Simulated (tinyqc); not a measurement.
# Trench capacitor in an array: capacitance, non-linearity, leakage and relaxation, step by step

Numbers from tinyqc (`OMP_NUM_THREADS=1 python tinyqc.py 2102132 2102133 out.jsonl`; about 0.01 s on one thread of a shared Intel Xeon 2.30GHz). Printed values are rounded.

A film between two metal electrodes, each interface adding a series capacitance ci. The small-signal permittivity is ek (1 + aq E^2); the field is found with the linear permittivity. Leakage J = J0 sinh(E/Ef). After a voltage step the film passes a relaxation current kr C V tt^(-nr), tt being the time in seconds. The sidewall is a coaxial capacitor with radii a = dm/2 - t and b = dm/2, depth AR dm; the end face is left out.

Parameters, values chosen for the exercise; permittivity of the order of that of tantalum oxide:
- ek = 24 (relative permittivity of the film)
- t = 30 nm (film thickness)
- ci = 150 uF/cm^2 (capacitance of each electrode interface (dead layer and screening))
- aq = 0.0066 cm^2/MV^2 (quadratic field coefficient of the permittivity)
- V = 0.8 V (bias)
- J0 = 4.3e-10 A/cm^2 (leakage prefactor)
- Ef = 0.39 MV/cm (field for an e-fold rise of the leakage)
- dm = 170 nm (diameter of the hole)
- AR = 20 (aspect ratio, depth over diameter)
- pt = 270 nm (pitch of the square array)
- rho = 370 uohm cm (resistivity of the inner electrode)

Constants: eps0 = 8.8541878128e-14 F/cm where lengths are in cm. Results are converted to the units shown.

## Planar capacitance, field and non-linearity

Planar film: Cf = eps0 ek/t, 1/C = 1/Cf + 2/ci, EOT = 3.9 eps0/C, effective permittivity C t/eps0, E = (V/t) C/Cf; quadratic coefficient [C(V)/C - 1]/V^2 with Cf (1 + aq E^2) in C(V).

Cf = 0.708335 uF/cm^2
C = 0.701708 uF/cm^2
EOT = 4.92104 nm
effective permittivity = 23.7755
E = 0.264172 MV/cm
quadratic coefficient = 712.939 ppm/V^2
J = 3.14056e-10 A/cm^2

The interfaces take 0.936 % of the voltage.

## Cell capacitance, fields and time constant

Per length 1/c = ln(b/a)/(2 pi eps0 ek) + (1/a + 1/b)/(2 pi ci); cell capacitance c AR dm; per footprint over pt^2; fields c V/(2 pi eps0 ek r) at r = a and b; resistance of the inner electrode rho AR dm/(pi a^2); time constant R C/3 of the distributed line.

a = 55 nm
b = 85 nm
cell capacitance = 10.3276 fF
capacitance per footprint = 14.1668 uF/cm^2
field at a = 0.330909 MV/cm
field at b = 0.214118 MV/cm
R = 1.32375 kohm
R C/3 = 4.55705 ps

The array gives 20.2 times the planar capacitance per footprint; curvature makes the field at the inner electrode 1.25 times the planar value.
